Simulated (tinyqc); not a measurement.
Ion implantation: universal nuclear stopping, Lindhard-Scharff electronic stopping and a Gaussian range profile: one step, computed by the program tinyqc. Command: `OMP_NUM_THREADS=1 python tinyqc.py 3000414 3000415 out.jsonl implant walk`. One thread of a shared host (Intel(R) Xeon(R) Processor @ 2.30GHz), about 0.1 s of CPU time with the checks.

An ion slows by elastic collisions with screened nuclei and by friction with electrons; channelling is ignored and the target is uniform.

Problem. Range and straggle. Reduced energy eps = 32.53 M2 E/(Z1 Z2 (M1 + M2)(Z1^0.23 + Z2^0.23)), E in keV; s_n = ln(1 + 1.1383 eps)/(2 (eps + 0.01321 eps^0.21226 + 0.19593 eps^0.5)) for eps up to 30 and ln(eps)/(2 eps) above; S_n = 8.462 Z1 Z2 M1 s_n/((M1 + M2)(Z1^0.23 + Z2^0.23)) in 1e-15 eV cm^2. S_e = k 3.83 Z1^(7/6) Z2/(Z1^(2/3) + Z2^(2/3))^(3/2) sqrt(E/M1) in 1e-15 eV cm^2, E in keV. Path length R = int_0^E dE'/(N (S_n + S_e)); energy lost to nuclei nu = int_0^E S_n/(S_n + S_e) dE' (both with E' = E y^3 and 64 Gauss-Legendre points in y). Estimates of Lindhard type: R_p = R/(1 + M2/(3 M1)), straggle dR_p = (2/3) R_p sqrt(M1 M2)/(M1 + M2).

Inputs (values chosen for the exercise, modelled on arsenic ions in diamond):

| quantity | value | unit |
|---|---|---|
| ion atomic number Z1 | 33 | - |
| ion mass M1 | 75 | u |
| target atomic number Z2 | 6 | - |
| target mass M2 | 12.01 | u |
| target density N | 176.3 | 1/nm^3 |
| ion energy E | 4.6 | keV |
| scale factor of electronic stopping k | 1.1 | - |

Give: path length R; projected range R_p; straggle dR_p; energy lost to nuclei nu.

Solution.

path length R = 4.8421 nm

projected range R_p = 4.5967 nm

straggle dR_p = 1.0570 nm

energy lost to nuclei nu = 4.2872 keV

93 % of the energy goes to nuclei over the whole path.
